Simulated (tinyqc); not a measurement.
Worked calculation: UHF in the 3-21g basis, for H3-, spin multiplicity 1. The basis has no diffuse functions, so it cannot describe the extra electron: this is an exercise in the method, not the real anion. This run ends on a higher stationary point, not on the lowest solution. Computed by tinyqc, a small Python program that keeps every step (integrals from PySCF). Settings: charge = -1, multiplicity = 1, basis = 3-21g, energy threshold = 1e-09, iteration cap = 52, orthogonalisation = symmetric, start = core, DIIS depth = 0, method = UHF, break = 0.2. Command: `OMP_NUM_THREADS=1 python tinyqc.py 20640 20641 out.jsonl` (the two numbers bound the seeds that draw the settings). One thread of a shared host (Intel(R) Xeon(R) Processor @ 2.60GHz), about 0.3 s of CPU time with the checks.

Geometry (angstrom):
```
atom         x         y         z
H     0.000000  0.000000  0.000000
H     0.000000  0.000000  1.205000
H     0.000000  1.043000  0.602000
```

Stop when the energy changes by less than 1e-09 hartree and every element of the error matrix X^T (F D S - S D F) X (for each spin) is below 9e-06.

Course of the cycle:
```
iteration  E (hartree)     change  largest element of the error matrix
1          -1.07886103          -                             3.03e-01
2          -1.31708560  -2.38e-01                             3.11e-02
3          -1.34075160  -2.37e-02                             2.23e-02
4          -1.35824487  -1.75e-02                             1.75e-02
5          -1.36775337  -9.51e-03                             1.21e-02
6          -1.37187132  -4.12e-03                             7.56e-03
7          -1.37346049  -1.59e-03                             4.51e-03
8          -1.37404270  -5.82e-04                             2.63e-03
9          -1.37425166  -2.09e-04                             1.57e-03
10         -1.37432620  -7.45e-05                             9.28e-04
11         -1.37435279  -2.66e-05                             5.47e-04
12         -1.37436229  -9.50e-06                             3.20e-04
13         -1.37436570  -3.41e-06                             1.92e-04
14         -1.37436693  -1.23e-06                             1.18e-04
...                ...        ...                                  ...
39         -1.37436802  -1.57e-08                             2.05e-05
40         -1.37436804  -1.56e-08                             2.04e-05
41         -1.37436805  -1.56e-08                             2.04e-05
42         -1.37436807  -1.56e-08                             2.04e-05
43         -1.37436808  -1.55e-08                             2.04e-05
44         -1.37436810  -1.55e-08                             2.03e-05
45         -1.37436811  -1.54e-08                             2.03e-05
46         -1.37436813  -1.54e-08                             2.03e-05
47         -1.37436815  -1.54e-08                             2.02e-05
48         -1.37436816  -1.53e-08                             2.02e-05
49         -1.37436818  -1.53e-08                             2.02e-05
50         -1.37436819  -1.53e-08                             2.02e-05
51         -1.37436821  -1.52e-08                             2.01e-05
52         -1.37436822  -1.52e-08                             2.01e-05
```

Can the last value be used, and what does the course show?

Not by the stop rule, although the second column moves by less than 1e-07 over the last three steps. Not converged within the cap of 52 iterations: the residual has stopped falling. Reruns (cap 100 unless said): DIIS 8: converged in 21; damping 0.5: not converged; level shift 0.5: not converged; atomic densities as start, DIIS 8: converged in 12 to a higher stationary point; the original settings with a cap of 400: not converged. PySCF UHF in the same basis, after a stability check = -1.37435134 hartree.
